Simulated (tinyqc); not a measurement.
Smearing for a one-band metal on the fcc lattice: one step. Occupations and energies.

With x = (E_k - mu)/sigma: Methfessel-Paxton (first order) f = erfc(x)/2 - x exp(-x^2)/(2 sqrt(pi)), s = (1 - 2 x^2) exp(-x^2)/(4 sqrt(pi)). With weights w = points/N^d (d the dimension), mu solves 2 sum w f = ne; E = 2 sum w f E_k, S = 2 sum w s, F = E - sigma S.

Parameters, chosen for this exercise: ne = 1.53 (electrons per cell); sigma = 0.146 eV (width).

Distinct levels:

| E_k (eV) | points |
|---|---|
| -16.500000 | 1 |
| -8.760000 | 8 |
| -5.500000 | 6 |
| -1.020000 | 4 |
| -0.340000 | 12 |
| 2.920000 | 24 |
| 6.180000 | 6 |
| 6.860000 | 3 |

Task: Converge mu, then list x, f and s of each level and form the sums.

Give: mu; x, f and s of each level; E; S; F; (E + F)/2.

Result:

mu = 2.9651 eV

x, f and s of each level:

| E_k (eV) | x | f | s |
|---|---|---|---|
| -16.5000 | -133.32 | 1.0000 | 0.0000 |
| -8.7600 | -80.31 | 1.0000 | 0.0000 |
| -5.5000 | -57.98 | 1.0000 | 0.0000 |
| -1.0200 | -27.30 | 1.0000 | 0.0000 |
| -0.3400 | -22.64 | 1.0000 | 0.0000 |
| 2.9200 | -0.31 | 0.7483 | 0.1037 |
| 6.1800 | 22.02 | 0.0000 | 0.0000 |
| 6.8600 | 26.68 | 0.0000 | 0.0000 |

E = -2.3530 eV
S = 0.0778
F = -2.3644 eV
(E + F)/2 = -2.3587 eV

Levels with f between 0.001 and 0.999: 1. For this scheme F itself has no term in sigma^2, so F is the estimate of the energy at zero width. That argument needs a smooth density of states, and the number of distinct levels within 2 sigma of mu is only 1, so it may fail on this mesh.

Program tinyqc; command `OMP_NUM_THREADS=1 python tinyqc.py 1681587 1681588 out.jsonl`; about 0.3 s on one thread of a shared Intel(R) Xeon(R) Processor @ 2.30GHz.
